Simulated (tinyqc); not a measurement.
# Bulk resistivity and mean free path from two films

Problem. In the thick-film limit single-crystal films obey rho = rho0 (1 + 3 (1 - ps) lam/(8 d)). Find rho0, lam and the product rho0 lam.

Parameters, values chosen for the exercise: specular share of surface scattering ps = 0.4.

rho at d = 69 and 290 nm (uohm cm): [1.8812913, 1.7202728]

Solution. rho is a straight line in 1/d: the intercept is rho0 and the slope (3/8)(1 - ps) rho0 lam. Without ps only the product (1 - ps) lam could be found.

rho0 = 1.670 uohm cm
lam = 38.80 nm
rho0 lam = 64.80 uohm cm nm

Program tinyqc, `OMP_NUM_THREADS=1 python tinyqc.py 2100087 2100088 out.jsonl`; Intel Xeon 2.30GHz, shared host, one thread, about 0.01 s.
